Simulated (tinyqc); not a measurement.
Hubbard chain of 3 sites, step by step. One step of it, computed by the program tinyqc.

Task: The many-body Hamiltonian. Basis: all placements (u, d, 2, 0 on each site), up operators ordered before down ones; hops carry the sign of the same-spin electrons passed.

one-body matrix (hopping and site energies) (eV):
```
           1          2          3
1  -0.970000  -0.700000   0.000000
2  -0.700000   0.380000  -0.700000
3   0.000000  -0.700000   0.410000
```

U = 5.900000 eV

electrons, up and down: 2  1

Give: H.

Result:

H (eV):
```
        2u0     u20     uud     20u     udu     u02     duu     02u
2u0   4.340  -0.700   0.000  -0.700   0.000   0.000   0.000   0.000
u20  -0.700   5.690  -0.700   0.000  -0.700   0.000   0.000   0.000
uud   0.000  -0.700  -0.180   0.000   0.000  -0.700   0.000   0.000
20u  -0.700   0.000   0.000   4.370  -0.700   0.000  -0.700   0.000
udu   0.000  -0.700   0.000  -0.700  -0.180  -0.700   0.000  -0.700
u02   0.000   0.000  -0.700   0.000  -0.700   5.750   0.000   0.000
duu   0.000   0.000   0.000  -0.700   0.000   0.000  -0.180  -0.700
02u   0.000   0.000   0.000   0.000  -0.700   0.000  -0.700   7.070
0u2   0.000   0.000   0.000   0.000   0.000  -0.700   0.000  -0.700

        0u2
2u0   0.000
u20   0.000
uud   0.000
20u   0.000
udu   0.000
u02  -0.700
duu   0.000
02u  -0.700
0u2   7.100
```
